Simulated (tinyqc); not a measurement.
# A barrier in a uniform field, exact transmission by Airy functions: two studies

The left lead has its band edge at 0, the barrier edge falls as U(x) = U0 - F x with F = V/d for 0 < x < d, and the right lead has its edge at -V. No transverse momentum; C = hbar^2/(2 m0); psi and psi'/m are continuous. M carries (psi, psi'/m) across the barrier.

Values chosen for this exercise; U0 - E and the mass are of the order of those of zirconium oxide on silicon: mass in the left lead mL = 0.89 m0; barrier edge at x = 0 U0 = 1.9 eV; mass in the barrier m1 = 0.26 m0; electron energy E = 0.56 eV; barrier width d = 1.2 nm; voltage across the barrier V = 0.26 V; mass in the right lead mR = 0.89 m0.

Constants: q = 1.602176634e-19 C, hbar = 1.054571817e-34 J s, m0 = 9.1093837015e-31 kg, hbar^2/(2 m0) = 0.0380998212 eV nm^2. Results are converted to the units shown.

Each table varies one quantity; the others keep the values above.

## Staircase approximation against the exact result

For the pair (psi, psi'/m) a flat layer has M = [[cos kd, (m/k) sin kd], [-(k/m) sin kd, cos kd]] with k = sqrt(m (E - U)/C) above its edge U, and M = [[cosh Kd, (m/K) sinh Kd], [(K/m) sinh Kd, cosh Kd]] with K = sqrt(m (U - E)/C) below it. The sloping barrier is cut into n slices of width d/n, each flat at U(x) of its centre, later slices to the left in the product. With M acting on (psi, psi'/m) and v = k/m in each lead, T(E) = 4 vL vR/[(vL vR M12 - M21)^2 + (vR M11 + vL M22)^2]. The error is against the Airy result: Energy scale e = (C F^2/m1)^(1/3), z(x) = (U(x) - E)/e, s = (dz/dx)/m1 = -F/(e m1); v = k/m in a lead. With a = Ai, a' = Ai', b = Bi, b' = Bi' at z1 (left edge) and z2 (right edge): M11 = pi (a2 b1' - b2 a1'), M12 = (pi/s)(b2 a1 - a2 b1), M21 = pi s (a2' b1' - b2' a1'), M22 = pi (b2' a1 - a2' b1).

Results:
```
n,T(E),error (%)
1,0.001947,-4.23e-3
2,0.001947,-0.0108
4,0.001947,-1.57e-3
8,0.001947,-1.89e-4
32,0.001947,-6.72e-6
64,0.001947,-1.61e-6
128,0.001947,-3.99e-7
```

Estimate the missing row, n = 16.

Computed row:
```
n,T(E),error (%)
16,0.001947,-3.11e-5
```

With this row back in the table: The exact value is 0.0019468. One slice is off by -0.0042 % and 128 slices by -4.0e-7 %; the last doubling cuts the error by a factor of 4.0, as expected of a second-order rule. The error does not fall steadily over the first rows, which lie before the asymptotic range.

## Effect of the emitter mass

Energy scale e = (C F^2/m1)^(1/3), z(x) = (U(x) - E)/e, s = (dz/dx)/m1 = -F/(e m1); v = k/m in a lead. WKB: exp(-S), S = (4/(3 F)) sqrt(m1/C) [max(U0 - E, 0)^1.5 - max(U0 - F d - E, 0)^1.5].

The same in every row: exp(-S) = 0.001015.

Effect of the emitter mass:
```
mL (m0),vL (1/nm),"T(E), exact",ratio
0.045,18.07,0.002792,2.752
0.073,14.19,0.003018,2.974
0.12,11.07,0.003086,3.041
0.19,8.795,0.002983,2.940
0.31,6.886,0.002727,2.688
0.51,5.368,0.002374,2.339
0.83,4.208,0.002000,1.971
1.3,3.362,0.001670,1.646
```

WKB does not see the lead: exp(-S) stays at 0.00101. The ratio of exact to WKB goes from 2.75 through a maximum of 3.04 (at mL = 0.12 m0 among the rows listed) to 1.65; K/m1 at the left edge is 11.6 1/nm, and vL passes from 18.1 to 3.36 1/nm. The match at the entrance is best where vL is near K/m1.

Range of the model: Masses are held fixed, although real bands cease to be parabolic a few tenths of an eV from their edges.

Computed by the program tinyqc: `OMP_NUM_THREADS=1 python tinyqc.py 2580124 2580125 out.jsonl`, one thread of a shared Intel Xeon 2.30GHz, about 0.01 s for the whole run.
